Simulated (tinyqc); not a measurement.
Low-temperature mobility of a two-dimensional electron gas with static screening. Which input was changed? Computed by tinyqc, a small Python program. Command: `OMP_NUM_THREADS=1 python tinyqc.py 3000758 3000759 out.jsonl twodeg which`. One thread of a shared host (Intel(R) Xeon(R) Processor @ 2.30GHz), about 0.3 s of CPU time with the checks.

One subband is filled, the gas is degenerate and scatters at the Fermi circle; one permittivity serves on both sides of the interface. All formulas are in SI units, masses times m_0. Piezoelectric and polar phonons are left out, and n_s is taken as set by a gate, independent of N_i.

Inputs (values chosen for the exercise, modelled on an InAs channel):

| quantity | value | unit |
|---|---|---|
| in-plane mass m | 0.0293 | m_0 |
| mass across the layer m_z | 0.0302 | m_0 |
| permittivity eps | 15.2 | - |
| valley degeneracy g_v | 1 | - |
| sheet density n_s | 2e+11 | 1/cm^2 |
| depletion charge N_d | 9.4e+10 | 1/cm^2 |
| roughness height Delta | 0.37 | nm |
| correlation length Lambda | 5 | nm |
| remote charge density N_i | 1.1e+12 | 1/cm^2 |
| distance d of the charges from the interface | 26 | nm |
| density rho | 5680 | kg/m^3 |
| sound velocity v_l | 4240 | m/s |
| deformation potential D_A | 6.4 | eV |
| temperature T | 40 | K |

Wave function: Fang-Howard. Roughness spectrum: exponential.

Constants: m_0 = 9.1093837015e-31 kg; e = 1.602176634e-19 C; eps_0 = 8.8541878128e-12 F/m; hbar = 1.054571817e-34 J s; k_B = 1.380649e-23 J/K.

Method:
- k_F = sqrt(2 pi n_s/g_v); E_F = hbar^2 k_F^2/(2 m); q_TF = g_v m e^2/(2 pi eps eps_0 hbar^2); Fang-Howard parameter b = [12 m_z e^2 (N_d + 11 n_s/32)/(eps eps_0 hbar^2)]^(1/3), mean depth 3/b; effective field F = e (N_d + n_s/2)/(eps eps_0).
- Form factors with u = q/b: screening G(q) = [1 + 9u/8 + 3u^2/8]/(1 + u)^3, remote charge P(q) = exp(-q d)/(1 + u)^3. Dielectric function eps(q) = 1 + q_TF G(q)/q, with q = 2 k_F sin(theta/2).
- Roughness: <|U|^2> = (e F)^2 S(q), S = pi Delta^2 Lambda^2/(1 + q^2 Lambda^2/2)^(3/2).
- 1/tau_t = (m/(pi hbar^3)) int_0^pi (1 - cos theta) <|U|^2>/eps(q)^2 dtheta; the quantum rate 1/tau_q drops the factor (1 - cos theta); 200 Gauss-Legendre points in s with theta = pi s^2, s from 0 to 1; mu = e tau_t/m.
- Remote charges: <|U|^2> = N_i [e^2 P(q)/(2 eps eps_0 q)]^2.
- Unscreened deformation potential in equipartition: 1/tau = m D_A^2 k_B T I/(rho v_l^2 hbar^3), I = int |psi|^4 dz = 3 b/16 for the Fang-Howard function (used for both wave-function options); mu = e tau/m. Bloch-Grueneisen temperature T_BG = 2 hbar v_l k_F/k_B.
- At the Fermi circle the rates add, so 1/mu is the sum; sheet resistance 1/(n_s e mu); mean free path hbar k_F mu/e; the quantum time adds the rates 1/tau_q, with the isotropic acoustic rate e/(m mu).

Question. One of these inputs alone was changed, within the range given: in-plane mass m (0.01465 to 0.0586); roughness height Delta (0.185 to 0.74); deformation potential D_A (3.2 to 12.8); mass across the layer m_z (0.0151 to 0.0604). Which one, and to what value?

Results:

| run | sheet resistance (ohm) | mobility mu (cm^2/(V s)) | Dingle ratio tau_t/tau_q |
|---|---|---|---|
| before | 80.23879 | 388933.4 | 87.57438 |
| after | 95.81547 | 325704.6 | 77.42177 |

Answer.

Each candidate set to reproduce sheet resistance, and what it then gives:

| candidate | range searched | value needed | mobility mu (cm^2/(V s)) | Dingle ratio tau_t/tau_q |
|---|---|---|---|---|
| in-plane mass m (m_0) | 0.01465 to 0.0586 | 0.03620 | 3.2570e+05 | 77.422 |
| roughness height Delta (nm) | 0.185 to 0.74 | 0.6487 | 3.2570e+05 | 73.482 |
| deformation potential D_A (eV) | 3.2 to 12.8 | out of reach | - | - |
| mass across the layer m_z (m_0) | 0.0151 to 0.0604 | out of reach | - | - |

Only in-plane mass m fits every result: it went from 0.0293 to 0.0362 m_0. The next best candidate, roughness height Delta, misses one result by 5.1 %.

Caution: k_B T exceeds a quarter of E_F, so scattering at the Fermi circle alone and zero-temperature screening are rough.
